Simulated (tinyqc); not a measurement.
Valley-orbit splitting of a donor ground state, with strain: one step, computed by the program tinyqc. Command: `OMP_NUM_THREADS=1 python tinyqc.py 3009820 3009821 out.jsonl valleyorbit walk`. One thread of a shared host (Intel(R) Xeon(R) Processor @ 2.30GHz), about 0.01 s of CPU time with the checks.

The basis is the 1s envelope in each valley; energies are counted from the unstrained conduction-band edge. The strain is e_s (a a^T - 1/3) for the unit stress axis a, so valley j along n_j moves by Xi_u e_s w_j with w_j = (n_j.a)^2 - 1/3: +1/3 for [111] and [-1-11], -1/3 for the others.

Problem. Populations and ionisation. H_jj = -(E_0 + Lambda) + Xi_u e_s w_j; H_jk = -Delta_1 between any two valleys. z = sum over levels of exp(-(E - E_ground)/k_B T), the ground-state share being 1/z; N_c = 2 (2 pi m_e k_B T/h^2)^(3/2) sum_j exp(-(shift_j - lowest shift)/k_B T); n1 = N_c/(2 z) exp(-binding/k_B T), binding = lowest shift - E_ground; without compensation n = 2 N_D/(1 + sqrt(1 + 4 N_D/n1)) (Boltzmann statistics; p and higher states left out).

Inputs (values chosen for the exercise, modelled on donors in germanium):
```
quantity,value,unit
single-valley binding energy E_0,9.69,meV
central-cell shift Lambda,0.86,meV
coupling Delta_1,1,meV
shear deformation potential Xi_u,16.1,eV
shear strain e_s,-0.00024,-
temperature T,50,K
donor density N_D,4.1e+14,cm^-3
density-of-states mass of one valley m_e,0.22,m_0
```

Valleys: four along <111>. Stress axis: [110].

Constants: k_B = 8.617333262e-05 eV/K; m_0 = 9.1093837015e-31 kg; k_B = 1.380649e-23 J/K; h = 6.62607015e-34 J s.

Give: partition sum z; share of neutral donors in the ground state; N_c; n1; free electrons n.

Solution.

partition sum z = 2.088

share of neutral donors in the ground state = 0.4789

N_c = 5.462e+17 cm^-3

n1 = 6.957e+15 cm^-3

free electrons n = 3.883e+14 cm^-3

Caution: k_B T exceeds a third of E_0, so the p and higher states, left out, hold part of the bound electrons.
